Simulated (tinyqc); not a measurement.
States in the gap of a film: thin (001) film in sp3s* tight binding with raised dangling bonds.

Planes alternate anion (a), cation (c) along [001], a/4 apart, starting with an anion; zero in-plane momentum; levels counted from the bulk Ev, the lower root of [[Epa, Vxx], [Vxx, Epc]]; no spin-orbit coupling. Block of s, pz, s*: from an anion to the cation above, Vss/2 (s,s), Vsapc/2 (s,z), -Vscpa/2 (z,s), Vxx/2 (z,z), Vxapc/2 (s*,z), -Vpaxc/2 (z,s*); to the cation below the same with the s-z and s*-z signs reversed. Block of u = (px + py)/sqrt2 and v = (px - py)/sqrt2: to the cation above (Vxx + Vxy)/2 for u and (Vxx - Vxy)/2 for v, to the cation below the reverse. Each surface atom has two dangling sp3 hybrids; raising both by dl adds (dl/2) [[1, t], [t, 1]] to its s, pz levels (t = -1 at the bottom face, +1 at the top) and dl to the one of u, v in whose plane the missing bonds lie (v for a bottom anion or a top cation, u for a top anion).

Inputs chosen for the exercise (out of a larger set: near a published set for Si, fitted to gaps, whose masses and valley positions are rough; not measured data): p = (-4.195, 1.716, -4.195, 1.716, 6.686, 6.686, -8.323, 1.704, 4.611, 5.772, 5.772, 5.352, 5.352) eV (order Esa, Epa, Esc, Epc, Exa, Exc, Vss, Vxx, Vxy, Vsapc, Vscpa, Vxapc, Vpaxc); Nw = 26 (planes in the thicker film).

edges (eV): Gamma 3.40800, Delta 1.19624

Levels between 0 and the lower bulk edge, the largest weight on the two outer planes of both faces among them, and the nearest levels outside, for several shifts dl.

Film of Nw planes:

| dl (eV) | levels in the gap | at (eV) | surface weight | next above (eV) | next below (eV) |
|---|---|---|---|---|---|
| 0 | 2 | 0.274, 0.300 | 0.71 | 1.2348 | -0.0592 |
| 1 | 2 | 0.749, 0.755 | 0.81 | 1.2351 | -0.0592 |
| 2 | 1 | 1.185 | 0.40 | 1.2007 | -0.0592 |
| 3 | 0 | - | - | 1.2268 | -0.0592 |
| 5 | 0 | - | - | 1.2309 | -0.0592 |
| 10 | 0 | - | - | 1.2322 | -0.0592 |
| 30 | 0 | - | - | 1.2328 | -0.0592 |
| 100 | 0 | - | - | 1.2330 | -0.0592 |

Can the levels of the bare film be read as confined subbands?

No: with bare surfaces (dl = 0) 2 levels lie in the bulk gap, with up to 71 % of the weight on the four outer planes, two a face, where an even spread gives 15 %; these are dangling-bond states, not subbands. The reruns show the bulk gap clear from dl = 3 eV on, and at dl = 30 eV the next level above lies -0.2 meV from its value at 100 eV.

Computed by tinyqc, a small Python program: `OMP_NUM_THREADS=1 python tinyqc.py 1452738 1452739 out.jsonl` (the numbers bound the seed that draws the inputs); one thread of a shared host (Intel(R) Xeon(R) Processor @ 2.30GHz), about 0.4 s for the whole set of steps.
